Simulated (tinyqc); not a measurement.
Small-signal admittance of a forward-biased p+-n diode: one step of the calculation.

Holes injected into a neutral base of width wb with an ohmic contact at its end; low injection, p0 far above the equilibrium density. A small voltage v exp(i w t), w = 2 pi f, modulates the edge density by p0 v/Vt, and the small-signal density obeys Dp d2p/dx2 = (1/tau + i w) p.

Question. The same by finite differences. 6 equal intervals, h = wb/6; u = small-signal density over its edge value, u_0 = 1, u_6 = 0; u_(i-1) + b u_i + u_(i+1) = 0 with b = -2 - h^2 (1/tau + i w)/Dp; Y = (q Dp p0/(Vt h)) (-b/2 - u_1), which includes the half box at the edge.

Inputs (values chosen for the exercise); permittivity close to that of silicon: temperature T = 300 K; hole diffusion coefficient Dp = 5.7 cm^2/s; hole lifetime tau = 3e-9 s; width of the neutral base wb = 4.1 um; excess hole density at the junction edge p0 = 1.9e13 cm^-3; signal frequency f = 1.1e8 Hz.

Constants: q = 1.602176634e-19 C, kB = 1.380649e-23 J/K, Vt = kB T/q. Results are converted to the units shown.

Wanted: b; u; Y on the mesh.

Answer.

b = -2.273-0.566i
u, node 1 to 5: 0.4701-0.2000i  0.1818-0.1883i  0.0498-0.1252i  0.0022-0.0682i  -0.0061-0.0285i
Y on the mesh = 6.546+4.745i S/cm^2

Numbers from tinyqc (`OMP_NUM_THREADS=1 python tinyqc.py 2890132 2890133 out.jsonl`; about 0.01 s on one thread of a shared Intel Xeon 2.30GHz).
